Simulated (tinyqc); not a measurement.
Cluster expansion of a binary alloy: correlations, fit, cross-validation and ground states: one step, computed by the program tinyqc.

s = +1 for A and -1 for B. Energy per site E = J0 + J1 P(point) + sum over clusters of m V P, with P the mean product of spins; V > 0 on a pair favours unlike neighbours. Clusters per site m: pair 1 6, pair 2 3, pair 3 12, triplet 8; the triplet is the triangle of first neighbours. Formation energies are counted from the line between pure A and pure B, which removes J0 and J1.

Problem. The random alloy and its short-range order. Random alloy: P(pair) = p^2, P(triplet) = p^3, p = 1 - 2x, so H_mix = (p^2 - 1) sum m V(pairs) + (p^3 - p) m Vt; G_mix = H_mix + k_B T [x ln x + (1 - x) ln(1 - x)]. To first order in 1/T the Warren-Cowley parameter of shell 1 is alpha_1 = -(1 - p^2) V_eff/(k_B T), V_eff = V1 + (number of triplets on a first-neighbour bond) p Vt, that number being 4.

Inputs (values chosen for the exercise, for a model alloy):
```
quantity,value,unit
first-pair interaction V1,11.6,meV
second-pair interaction V2,3.3,meV
third-pair interaction V3,1.5,meV
triplet interaction Vt,0.68,meV
temperature T,1100,K
fraction x of B,0.2,-
```

Lattice: fcc.

Constants: k_B = 8.617333262e-05 eV/K.

Give: mixing enthalpy H_mix; mixing free energy G_mix; alpha_1.

Solution.

mixing enthalpy H_mix = -64.48896 meV/site

mixing free energy G_mix = -111.9 meV/site

alpha_1 = -0.08934

alpha_1 < 0: unlike neighbours are preferred.
